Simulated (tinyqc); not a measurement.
Inside a calculation. Model: two-dimensional dopant profile at a mask edge: lateral junction, overlap and effective channel length. Computed by tinyqc, a small Python program that keeps every step. Command: `OMP_NUM_THREADS=1 python tinyqc.py 3015620 3015621 out.jsonl lateral walk`. One thread of a shared host (Intel(R) Xeon(R) Processor @ 2.30GHz), about 0.01 s of CPU time with the checks. Intermediate numbers are printed to about 7 digits and carried at full precision; extremes and crossings named in words are read from the listed rows.

Ions enter for y < 0; the mask (spacer, then gate) covers y > 0. x is the depth. The surface reflects dopant during the anneal.

Inputs (values chosen for the exercise, modelled on a source-drain extension in silicon): dose Q = 1.7e+14 1/cm^2; projected range R_p = 7.7 nm; vertical straggle = 2.7 nm; lateral straggle = 1.8 nm; anneal budget D t = 3.6e-14 cm^2; channel doping C_B = 1.8e+18 1/cm^3; gate length L_g = 58 nm; offset spacer = 5.3 nm; oxide thickness = 2.8 nm.

Constants: eps_0 = 8.8541878128e-12 F/m.

## Widths and vertical profile

Widths s_x^2 = (vertical straggle)^2 + 2 D t, s_y^2 = (lateral straggle)^2 + 2 D t. C(x, y) = V(x) (1/2) erfc(y/(sqrt2 s_y)), V(x) = Q/(sqrt(2 pi) s_x) [exp(-(x - R_p)^2/(2 s_x^2)) + exp(-(x + R_p)^2/(2 s_x^2))]; 1 nm = 1e-7 cm. The vertical junction far from the mask solves V(x) = C_B.

s_x = 3.806573 nm

s_y = 3.231099 nm

V at the surface = 4.606111e+19 1/cm^3

V at R_p = 1.782157e+20 1/cm^3

vertical junction x_j = 19.23954 nm

## Lateral junction at the surface

The lateral junction at depth x solves C = C_B: y_j(x) = sqrt2 s_y erfc^-1(2 C_B/V(x)). Overlap under the gate = y_j(0) - spacer; metallurgical channel L_met = L_g - 2 overlap (tails from the two sides are not added). Abruptness at y_j(0) in nm per decade = ln(10) s_y sqrt(pi/2) exp(u^2) erfc(u), u = y_j/(sqrt2 s_y). Overlap capacitance per width = 3.9 eps_0 overlap/t_ox (zero if there is no overlap).

lateral junction y_j(0) = 5.691519 nm

ratio y_j(0)/x_j = 0.2958240

overlap = 0.3915192 nm

metallurgical channel L_met = 57.21696 nm

lateral abruptness = 3.438442 nm/decade

overlap capacitance = 0.004828457 fF/um

The two overlaps take 1 % of the gate length. Caution: the profile peaks below the surface, where the junction reaches further under the gate than y_j(0); the overlap given is the one at the surface.

## Junction contour

The lateral junction at depth x solves C = C_B: y_j(x) = sqrt2 s_y erfc^-1(2 C_B/V(x)). Depths are 0, 0.15, 0.3, 0.45, 0.6, 0.75, 0.9 and 0.97 of x_j.

Contour:
```
x/x_j    x (nm)    V (1/cm^3)   y_j (nm)
0.00    0.00000  4.606111e+19   5.691519
0.15    2.88593  8.380719e+19   6.540197
0.30    5.77186  1.570548e+20   7.349888
0.45    8.65779  1.726318e+20   7.465855
0.60   11.54373  1.070090e+20   6.863940
0.75   14.42966  3.733657e+19   5.371578
0.90   17.31559  7.332052e+18   2.225346
0.97   18.66236  2.817783e+18  -1.147858
```

The contour reaches furthest, 7.47 nm, at x/x_j = 0.45 among these rows, below the surface, where punch-through would start. It crosses the mask edge where V = 2 C_B.

## What the anneal budget does

x_j solves V(x) = C_B. Budgets are multiples of the given D t (at 0 the mirror term is kept, which overstates V(0) as implanted); those with V(0) not above 2.5 C_B are left out.

Junctions (nm):
```
multiple       s_x       s_y       x_j    y_j(0)    y_j/x_j     L_met
0.0        2.70000   1.80000  16.18540   1.45729  0.0900375  65.68541
0.1        2.83019   1.98997  16.55205   2.04495  0.1235466  64.51010
0.3        3.07409   2.32379  17.23328   3.05970  0.1775462  62.48059
1.0        3.80657   3.23110  19.23954   5.69152  0.2958240  57.21696
2.0        4.65725   4.20000  21.50502   8.28694  0.3853492  52.02612
4.0        6.00750   5.66039  24.98379  11.85329  0.4744394  44.89341
8.0        8.05543   7.80000  30.04163  16.55877  0.5511943  35.48245
16.0      11.06752  10.88301  37.13620  22.64954  0.6099045  23.30093
```

The ratio y_j/x_j goes from 0.09 to 0.61: as implanted, x_j includes R_p and y_j only the lateral straggle; after long diffusion both scale roughly with sqrt(D t) as long as V(0) stays far above C_B, and the ratio stays below 1 because the edge starts from half the concentration and an erfc falls faster than the Gaussian. L_met shrinks by 42.4 nm over the rows.

Checks made by the program: lateral profile against the convolution of a step with a Gaussian (relative difference below 1e-10).
